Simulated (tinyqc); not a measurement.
# Worked calculation: modulation-doped quantum well, Poisson-Schroedinger loop with local exchange and correlation

Computed by the program tinyqc: `OMP_NUM_THREADS=1 python tinyqc.py 2140064 2140065 out.jsonl`, one thread of a shared Intel Xeon 2.30GHz, about 0.1 s for the whole run. Printed values are rounded.

A well of width L centred at z = 0 between barriers Vb; effective-mass electrons, parabolic bands. The electrons come from donor sheets outside the mesh, a share fL of Ns on the left and the rest on the right, so the structure is neutral. Energies are counted from the band edge of the well, with U = 0 on the first node in the Hartree part.

Values chosen for this exercise; material values those of a made-up well:
- T = 77 K (temperature)
- md = 0.0284 m0 (in-plane mass)
- Vb = 1.21 eV (barrier height)
- eps_r = 18.4 (relative permittivity (all layers))
- L = 9.6 nm (well width)
- hz = 1.2 nm (mesh step)
- Ns = 2.3e12 cm^-2 (sheet density of electrons)
- fL = 0 (share of the donors on the left side)
- Fz = 0 kV/cm (applied field along z)
- a = 0.5 (mixing factor)

Constants: q = 1.602176634e-19 C, kB = 1.380649e-23 J/K, hbar = 1.054571817e-34 J s, m0 = 9.1093837015e-31 kg, Vt = kB T/q, eps0 = 8.8541878128e-14 F/cm where lengths are in cm, hbar^2/(2 m0) = 0.0380998212 eV nm^2. Results are converted to the units shown.

Range of the model: The Fermi level lies more than 0.15 eV above the band edge, where non-parabolicity matters for so light a mass.

## Fixed part of the potential

z, node 1 to 14 (nm): [-7.8, -6.6, -5.4, -4.2, -3, -1.8, -0.6, 0.6, 1.8, 3, 4.2, 5.4, 6.6, 7.8]

V0 = 0 in the well and Vb outside, plus q Fz z (1 kV/cm = 1e-4 eV/nm).

fixed potential V0, node 1 to 14 (eV): [1.210000, 1.210000, 1.210000, 0.000000, 0.000000, 0.000000, 0.000000, 0.000000, 0.000000, 0.000000, 0.000000, 1.210000, 1.210000, 1.210000]

## Round 1: levels and probability densities

self-consistent potential U at the start, node 1 to 14 (eV): [0, 0, 0, 0, 0, 0, 0, 0, 0, 0, 0, 0, 0, 0]
mass on the intervals 1/2, 3/2, ... (mean of both at an interface) (m0): [0.108, 0.108, 0.108, 0.07035, 0.0327, 0.0327, 0.0327, 0.0327, 0.0327, 0.0327, 0.0327, 0.07035, 0.108, 0.108, 0.108]

Tridiagonal Hamiltonian with psi = 0 one step beyond both ends: H_ii = C (1/m_(i-1/2) + 1/m_(i+1/2))/hz^2 + V0_i + U_i, H_(i,i+1) = -C/(m_(i+1/2) hz^2), C = hbar^2/(2 m0). The lowest 2 level(s) are kept, normalised to hz sum |psi|^2 = 1.

levels (eV): E1 0.0543895, E2 0.2418352

```
node  |psi|^2 of E1 (1/nm)  |psi|^2 of E2 (1/nm)
1                0.0000013             0.0000072
2                0.0000593             0.0002555
3                0.0025593             0.0085484
4                0.0547416             0.1446129
5                0.0921003             0.1603239
6                0.1243205             0.0905129
7                0.1428844             0.0124058
8                0.1428844             0.0124058
9                0.1243205             0.0905129
10               0.0921003             0.1603239
11               0.0547416             0.1446129
12               0.0025593             0.0085484
13               0.0000593             0.0002555
14               0.0000013             0.0000072
```

## Round 1: Fermi level and occupations

Level k holds N_k = D_k Vt ln(1 + exp((EF - E_k)/Vt)) with D = md m0 q/(pi hbar^2) per eV (spin included); EF is fixed by sum N_k = Ns.

EF = 0.2430344 eV
N_k (cm^-2): E1 2.238002e12, E2 6.199771e10

## Round 1: density, output potential and mixing

n_i = sum_k N_k |psi_k|^2 (converted to cm^-3). Hartree part by Gauss: on the interval after node i the enclosed sheet charge is S_i = fL Ns - hz sum_(j<=i) n_j, and U_(i+1) = U_i + q S_i hz/(eps0 eps_r) in eV, U_1 = 0. Added to it: V_xc = -(2 Ry/(pi al rs)) [1 + 0.7734 (rs/21) ln(1 + 21/rs)] (Hedin-Lundqvist), al = (4/(9 pi))^(1/3), rs = (3/(4 pi n))^(1/3)/aB, aB = 4 pi eps0 eps_r hbar^2/(md m0 q^2), Ry = q/(8 pi eps0 eps_r aB) in eV. Mixing: U(new) = U + a (U(out) - U).

```
node  n (1e18 cm^-3)  U(out) (eV)  U after round 1 (eV)
1           0.000034   -0.0003295           -0.00016475
2           0.001486   -0.0010159           -0.00050795
3           0.062576   -0.0032596           -0.00162979
4           1.314776   -0.0087848           -0.00439239
5           2.160603   -0.0122662           -0.00613308
6           2.838411   -0.0182318           -0.00911591
7           3.205447   -0.0277173           -0.01385863
8           3.205447   -0.0412886           -0.02064430
9           2.838411   -0.0589459           -0.02947293
10          2.160603   -0.0801229           -0.04006144
11          1.314776   -0.1037842           -0.05189210
12          0.062576   -0.1254017           -0.06270085
13          0.001486   -0.1503007           -0.07515035
14          0.000034   -0.1767570           -0.08837850
```

## Round 2: levels and probability densities

As before.

levels (eV): E1 0.0327106, E2 0.2182567

```
node  |psi|^2 of E1 (1/nm)  |psi|^2 of E2 (1/nm)
1                0.0000010             0.0000066
2                0.0000450             0.0002423
3                0.0019959             0.0083807
4                0.0437056             0.1459587
5                0.0761101             0.1696992
6                0.1085427             0.1073235
7                0.1339596             0.0228612
8                0.1455315             0.0047031
9                0.1382435             0.0718824
10               0.1112632             0.1486498
11               0.0703900             0.1443264
12               0.0034571             0.0089997
13               0.0000859             0.0002905
14               0.0000021             0.0000090
```

## Round 2: Fermi level and occupations

As before.

EF = 0.2206677 eV
N_k (cm^-2): E1 2.229843e12, E2 7.015708e10

## Round 2: density, output potential and mixing

As before.

```
node  n (1e18 cm^-3)  U(out) (eV)  U after round 2 (eV)
1           0.000026   -0.0003060            -0.0002354
2           0.001174   -0.0009458            -0.0007269
3           0.050385   -0.0030423            -0.0023360
4           1.076966   -0.0082200            -0.0063062
5           1.816193   -0.0113302            -0.0087317
6           2.495628   -0.0165565            -0.0128362
7           3.003127   -0.0249293            -0.0193940
8           3.248424   -0.0371827            -0.0289135
9           3.133044   -0.0536027            -0.0415378
10          2.585283   -0.0738940            -0.0569777
11          1.670842   -0.0971097            -0.0745009
12          0.083403   -0.1183029            -0.0905019
13          0.002119   -0.1430048            -0.1090776
14          0.000052   -0.1693899            -0.1288842
```

## Course of the self-consistent loop

Start from U = 0. Stop when the largest |U(out) - U| is below 1e-7 eV, or after 120 rounds.

Course of the iteration:
```
round  level E1 (eV)    EF (eV)  largest |U(out) - U| (eV)
1         0.05438950  0.2430344                      0.177
2         0.03271058  0.2206677                     0.0810
3         0.02306921  0.2109885                     0.0373
4         0.01896226  0.2068912                     0.0173
5         0.01724986  0.2051755                    8.04e-3
6         0.01654504  0.2044618                    3.77e-3
7         0.01625784  0.2041665                    1.78e-3
8         0.01614194  0.2040448                    8.42e-4
9         0.01609567  0.2039950                    4.02e-4
...              ...        ...                        ...
13        0.01606671  0.2039617                    2.18e-5
14        0.01606636  0.2039612                    1.06e-5
15        0.01606625  0.2039610                    5.20e-6
16        0.01606621  0.2039609                    2.55e-6
17        0.01606621  0.2039609                    1.26e-6
18        0.01606621  0.2039609                    6.19e-7
19        0.01606621  0.2039608                    3.06e-7
20        0.01606621  0.2039608                    1.51e-7
21        0.01606621  0.2039608                    7.50e-8
```

Converged in 21 rounds. Towards the end the residual shrinks by a factor of about 0.49 a round.

## Converged levels, occupations and centroid

converged U, node 1 to 14 (eV): [-0.0002880, -0.0008922, -0.0028752, -0.0077841, -0.0106316, -0.0153359, -0.0229027, -0.0341617, -0.0496020, -0.0691590, -0.0920001, -0.1128755, -0.1374266, -0.1637543]

Solve for the levels with V0 + U, find EF, n_i = sum_k N_k |psi_k|^2 (in cm^-3); share of each level N_k/Ns; centroid sum n z/sum n.

levels (eV): E1 0.0160662, E2 0.2014443
EF = 0.2039608 eV
shares (%): E1 96.91747, E2 3.08253
n, node 1 to 14 (in units of 1e18 cm^-3): [0.000021, 0.000969, 0.042177, 0.913820, 1.572430, 2.236280, 2.823058, 3.238470, 3.330460, 2.922863, 1.980463, 0.102812, 0.002772, 0.000074]
centroid = 0.5785936 nm

With 400 intervals across the well and the same walls, E2 - E1 = 210.0 meV and EF - E1 = 193.4 meV; this mesh gives 185.4 and 187.9 meV.
